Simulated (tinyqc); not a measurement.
Inside a calculation. Method: plane-wave Kohn-Sham cycle with exchange-only LDA in a layered model solid. One step of it, computed by the program tinyqc.

Problem. Iteration 1: Hamiltonian at one k. H(m,m') = (k + G_m)^2/2 delta + V(G_m - G_m'), with V(-G) = V(G).

A solid whose potential varies along x alone (atomic units):
```
parameter                      value
period a                    9.400000
cross-section of the cell  12.000000
electrons per cell                 2
grid points                       16
plane waves -n..n, n               2
k points                           4
V1 in V1 cos(2 pi x/a)     -0.560000
```

V(G_m), m = 0, 1, 2, ... (hartree): [-0.256782, -0.280000, 0.000000, 0.000000, 0.000000]

k = 0.125000 2 pi / a

Give: H.

Solution.

H (hartree), order -2, -1, +0, +1, +2:
```
[[0.5286, -0.2800, 0.0000, 0.0000, 0.0000],
 [-0.2800, -0.0857, -0.2800, 0.0000, 0.0000],
 [0.0000, -0.2800, -0.2533, -0.2800, 0.0000],
 [0.0000, 0.0000, -0.2800, 0.0260, -0.2800],
 [0.0000, 0.0000, 0.0000, -0.2800, 0.7520]]
```
